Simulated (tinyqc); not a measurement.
Inside a calculation. Model: metal-interlayer-semiconductor contact, depinning against tunnelling resistance.

tinyqc, about 0.02 s, one thread, Intel Xeon 2.30GHz (shared host): `OMP_NUM_THREADS=1 python tinyqc.py 2270095 2270096 out.jsonl` Printed values are rounded.

Zero bias, n-type semiconductor. Gap states at the semiconductor surface thin out as exp(-be ti), which unpins the barrier; electrons must then cross the interlayer (a rectangular barrier, no voltage drop across it) and the parabolic depleted layer, both by WKB. Energies E are counted from the Fermi level; no image force, parabolic bands.

Parameters, values chosen for the exercise; semiconductor values close to those of gallium arsenide; interlayer mass of the order of that in silicon nitride, offset chosen freely:
```
symbol,value,unit,meaning
T,400,K,temperature
Eg,1.37,eV,band gap
eps_r,12.9,,relative permittivity
chi,4.13,eV,electron affinity
Nc,6.77e17,cm^-3,conduction-band density of states at T
mt,0.0686,m0,tunnelling mass in the semiconductor
mA,0.0649,m0,Richardson mass
Nd,4.4e18,cm^-3,donor density
E0,0.51,eV,charge-neutrality level above the valence band
S0,0.099,,pinning factor without interlayer
phiM,4.09,eV,metal work function
ti,1.3,nm,interlayer thickness
dE,2.13,eV,conduction-band offset of the interlayer above the semiconductor
mi,0.45,m0,tunnelling mass in the interlayer
be,4.2,1/nm,decay constant of gap states through the interlayer
```

Constants: q = 1.602176634e-19 C, kB = 1.380649e-23 J/K, eps0 = 8.8541878128e-12 F/m, hbar = 1.054571817e-34 J s, h = 6.62607015e-34 J s, m0 = 9.1093837015e-31 kg, Vt = kB T/q, hbar^2/(2 m0) = 0.0380998212 eV nm^2. Results are converted to the units shown.

Range of the model: The depletion charge would drop about 0.090 V across such an interlayer (eps_r near 7.5) at ti = 1.3 nm and Nd = 4.4e18 cm^-3, against a band bending of 0.13 V; this model leaves that drop out.

## Pinning, barrier and scales

S = 1/(1 + (1/S0 - 1) exp(-be ti)); phiB = S (phiM - chi) + (1 - S)(Eg - E0); xi = Ec - EF deep inside, from Nd = Nc F(-xi/Vt), F(x) = (2/sqrt(pi)) int_0^infinity sqrt(u) du/(1 + exp(u - x)); band bending U = phiB - xi; E00 = (hbar/2) sqrt(Nd/(eps0 eps_r mt m0)) in volts; A = 4 pi q mA m0 kB^2/h^3.

S = 0.9627311
phiB = -0.006457979 eV
xi = -0.1376832 eV
U = 0.1312252 eV
E00 = 0.04139966 eV
A = 7.799243 A/(cm^2 K^2)

The interlayer moves the barrier from 0.771 eV to -0.00646 eV; the unpinned limit is phiM - chi = -0.0400 eV. E00/Vt = 1.20: by the usual rule of thumb (0.5 to 5) thermionic-field emission.

## Exponents and integrand on an energy grid

E, point 0 to 12 (eV): -0.13  -0.09583  -0.06167  -0.0275  0.00667  0.04083  0.075  0.10917  0.14333  0.1775  0.21167  0.24583  0.28

With U = phiB - xi: for xi < E < phiB, y = (E - xi)/U and G1 = (U/E00) [sqrt(1 - y) - y ln((1 + sqrt(1 - y))/sqrt(y))], G1 = 0 above phiB; G2 = 2 ti sqrt(mi max(phiB + dE - E, 0)/C), C = hbar^2/(2 m0); f = 1/(1 + exp(E/Vt)); integrand exp(-G1 - G2) f.

```
point	G1	G2	f	integrand (1e-6)
0	2.686329	13.41377	0.9774997	0.099525
1	1.429900	13.31169	0.9415938	0.372969
2	0.636810	13.20885	0.8568202	0.831375
3	0.140366	13.10517	0.6895060	1.219202
4	0.000000	13.00066	0.4517741	1.020483
5	0.000000	12.89534	0.2342385	0.587873
6	0.000000	12.78912	0.1019405	0.284514
7	0.000000	12.68201	0.04042031	0.125567
8	0.000000	12.57402	0.01539513	0.053279
9	0.000000	12.46506	0.005768804	0.022263
10	0.000000	12.35514	0.002148529	0.009255
11	0.000000	12.24426	7.986038e-4	0.003843
12	0.000000	12.13234	2.965012e-4	0.001596
```

## Contact resistivity

1/rho_c = (A T^2/Vt^2) I, with I the trapezoid sum of the integrand over the grid.

I = 1.565240e-7 eV
rho_c = 0.0060829 ohm cm^2

A fine grid from xi upwards gives rho_c = 0.006027 ohm cm^2; the coarse value is 0.94 % above it. The integrand peaks at E = -0.019 eV, and 43 % of the current flows above phiB. Tunnelling through the interlayer costs a factor of 4.73e5 at this barrier height; the bare contact (ti = 0) has rho_c = 0.00528 ohm cm^2, so with the interlayer rho_c is 14 % above that.
